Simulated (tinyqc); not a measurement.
Pelgrom slope, floor and doping from two device sizes.

Question. s^2 = A^2/(L W) + s0^2, with s0 independent of size and A = (q/Cox) sqrt(Na Wd/3) from random dopants alone, Cox = 3.9 eps0/ti. Find A, s0 and Na.

Parameters, values chosen for the exercise: oxide-equivalent thickness in inversion ti = 2 nm.

Constants: q = 1.602176634e-19 C, eps0 = 8.8541878128e-14 F/cm where lengths are in cm. Results are converted to the units shown.

s for gate areas 0.0016 and 0.026 um^2 (mV): [20.8967363, 5.38365668]
Wd = 48.4317907 nm

Solution. s^2 is linear in 1/area: slope A^2, intercept s0^2.

A = 0.834 mV um
s0 = 1.50 mV
Na = 5.00e17 cm^-3

tinyqc, about 0.01 s, one thread, Intel Xeon 2.30GHz (shared host): `OMP_NUM_THREADS=1 python tinyqc.py 2090157 2090158 out.jsonl`
